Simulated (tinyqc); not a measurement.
X-ray photoelectron analysis of a thin oxide on a semiconductor: attenuation lengths, thickness, angle series and band offsets: one step, computed by the program tinyqc. Command: `OMP_NUM_THREADS=1 python tinyqc.py 3113859 3113860 out.jsonl xps walk`. One thread of a shared host (Intel(R) Xeon(R) Processor @ 2.30GHz), about 0.01 s of CPU time with the checks.

The same element is seen in the oxide and in the substrate, at nearly the same kinetic energy; films are flat and uniform, and the work function is ignored.

Question. Band offsets by core levels. Valence band offset = (E_core - E_v)(substrate) - (E_core - E_v)(oxide) + (core level separation at the interface, oxide less substrate). The separation is made here from the given offset; a uniform field F that raises the binding energy towards the surface shifts the oxide peak by e F <z>, <z> = d/(1 - exp(-x)) - d/x, x = d/(L_o cos theta), being the mean distance from the interface. Conduction band offset = oxide gap - substrate gap - valence band offset.

Inputs (values chosen for the exercise, modelled on SiO2 on silicon):
```
quantity,value,unit
oxide gap,8.93,eV
substrate gap,1.12,eV
oxide thickness d,5.1,nm
valence band offset used to make the data,4.32,eV
"core level less valence band top, substrate",98.89,eV
"core level less valence band top, thick oxide",98.39,eV
field in the oxide,0.089,MV/cm
```

d/(L_o cos theta) = 3.994770

Give: separation without field; <z>; separation with field; apparent valence band offset; true conduction band offset; apparent conduction band offset.

Answer.

separation without field = 3.82 eV

<z> = 3.9190 nm

separation with field = 3.8549 eV

apparent valence band offset = 4.3549 eV

true conduction band offset = 3.49 eV

apparent conduction band offset = 3.4551 eV

The field biases both offsets by 0.035 eV, in opposite directions.
